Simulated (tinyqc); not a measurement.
Comparisons within one model: strained quantum well: band edges, subbands and transparency. A value that a table varies takes the place of the one given here.

Growth on (001), barriers unstrained: tr(e) = e (2 - nu2), Z = b e (1 + nu2); Ec = Ev + Eg + ac tr(e), E_HH = Ev + av tr(e) + Z, E_LH = Ev + av tr(e) - Z (coupling to the split-off band left out).

Masses along z: me, 1/(g1 - 2 g2) for HH, 1/(g1 + 2 g2) for LH, likewise in the barrier; in the plane me, 1/(g1 + g2) for HH and 1/(g1 - g2) for LH (no mixing, which understates the hole masses away from k = 0). Level n solves k L + 2 atan[(k/m)/(kappa/mb)] = n pi, k = sqrt(m E/c), kappa = sqrt(mb (V - E)/c), c = hbar^2/2m0.

Transparency (Bernard-Duraffourg): Fc - Fv equals the lowest transition energy with n = p, n = sum m/(2 pi c) kB T ln(1 + exp((Fc - E)/kB T)) and p likewise over the listed subbands; c = hbar^2/2m0, 1/angstrom^2 = 1e16/cm^2.

Constants: hbar^2/2m0 = 3.80998211 eV angstrom^2; kB = 8.617333262e-05 eV/K; hc = 1239.841984 eV nm.

Parameters, chosen for this exercise (near those of an InGaAs/InP well; shifted at random, so the results belong to these values and not to a real crystal): nu2 = 1.024 (2 C12/C11); Eg = 0.565 eV (unstrained gap of the well); Ev = -0.574 eV (its valence edge); ac = -5.73 eV; av = 1.05 eV (Ev moves by av tr(e)); b = -1.86 eV (shear potential); Egb = 1.346 eV (gap of the barrier); Evb = -0.94 eV (its valence edge); L = 76 angstrom (well width); me = 0.0368 m0 (electron mass); g1 = 15.96 (gamma1); g2 = 6.5 (gamma2); meb = 0.08 m0; g1b = 5.08; g2b = 1.6; T = 300 K (temperature); es = (-0.02, -0.014, -0.008, -0.003, 0, 0.003, 0.007, 0.012) (strains); e = -0.0105 (strain in the plane); Ls = (25, 35, 50, 65, 85, 110, 150) angstrom (widths).

## Strain as a design knob

Only the strain is changed; the unstrained gap and the masses are kept.

Results:

| e (%) | wavelength (nm) | top hole | hh1 - lh1 (meV) | n_tr (1e12/cm^2) | share in top |
|---|---|---|---|---|---|
| -2.0 | 1776 | hh1 | 189 | 0.338 | 0.79 |
| -1.4 | 1814 | hh1 | 146 | 0.340 | 0.78 |
| -0.8 | 1855 | hh1 | 103 | 0.346 | 0.76 |
| -0.3 | 1890 | hh1 | 67 | 0.365 | 0.67 |
| 0.0 | 1912 | hh1 | 46 | 0.393 | 0.57 |
| 0.3 | 1935 | hh1 | 24 | 0.442 | 0.43 |
| 0.7 | 1981 | lh1 | -5 | 0.520 | 0.69 |
| 1.2 | 2150 | lh1 | -41 | 0.470 | 0.89 |

How do the results move?

n_tr is largest at e = +0.7 % (0.52), where hh1 - lh1 = -5 meV and the top subband holds 69 % of the holes, and smallest, 0.34, at -2.0 and -1.4 %. The top hole level turns from hh to lh, and the light from TE to TM, between +0.3 and +0.7 %. The wavelength runs from 1776 to 2150 nm.

## Width of the well

All levels anew.

Results:

| L (angstrom) | wavelength (nm) | top hole | hh1 - lh1 (meV) | n_tr (1e12/cm^2) | share in top | n_tr/L (1e18/cm^3) |
|---|---|---|---|---|---|---|
| 25 | 1428 | hh1 | 166 | 0.303 | 0.99 | 1.21 |
| 35 | 1562 | hh1 | 156 | 0.305 | 0.99 | 0.87 |
| 50 | 1700 | hh1 | 140 | 0.313 | 0.94 | 0.63 |
| 65 | 1790 | hh1 | 128 | 0.328 | 0.84 | 0.51 |
| 85 | 1868 | hh1 | 117 | 0.354 | 0.72 | 0.42 |
| 110 | 1929 | hh1 | 107 | 0.388 | 0.59 | 0.35 |
| 150 | 1984 | hh1 | 98 | 0.450 | 0.46 | 0.30 |

What can be read from the table?

The wavelength tunes by 556 nm. The sheet density at transparency changes from 0.30 to 0.45, the top hole subband holding 0.99 and 0.46 of the holes at the ends, while the volume density falls by a factor 4.0. Critical thickness and carrier escape are left out.

## What each parameter does

Edge wavelength, hh1 - lh1 and n_tr. Each row changes one parameter from the base and keeps the others.

Results:

| case | wavelength (nm) | hh1 - lh1 (meV) | n_tr (1e12/cm^2) |
|---|---|---|---|
| base | 1837.5 | 121.1 | 0.342 |
| L = 86 angstrom | 1871.5 | 116.1 | 0.355 |
| e = -0.0125 | 1824.1 | 135.4 | 0.341 |
| Eg = 0.545 eV | 1889.7 | 121.1 | 0.342 |
| b = -2.14 eV | 1853.7 | 132.5 | 0.341 |
| ac = -5.16 eV | 1852.4 | 121.1 | 0.342 |
| me = 0.0405 m0 | 1843.1 | 121.1 | 0.361 |
| g1 = 16.92 | 1829.6 | 118.7 | 0.326 |
| T = 340 K | 1837.5 | 121.1 | 0.399 |

What can be read from the table?

The largest shifts from the base row, up to three for each result and ties (the steps differ in size, so this ranks the rows, not the parameters). wavelength (nm): Eg +52.2, L +34.0, b +16.3; unchanged at the printed digits by T. hh1 - lh1 (meV): e +14.3, b +11.4, L -5.0; unchanged at the printed digits by Eg, ac, me and T. n_tr (1e12/cm^2): T +0.057, me +0.018, g1 -0.016; unchanged at the printed digits by Eg and ac.

tinyqc: `OMP_NUM_THREADS=1 python tinyqc.py 1252580 1252581 out.jsonl`; about 0.03 s, one thread, shared Intel(R) Xeon(R) Processor @ 2.30GHz.
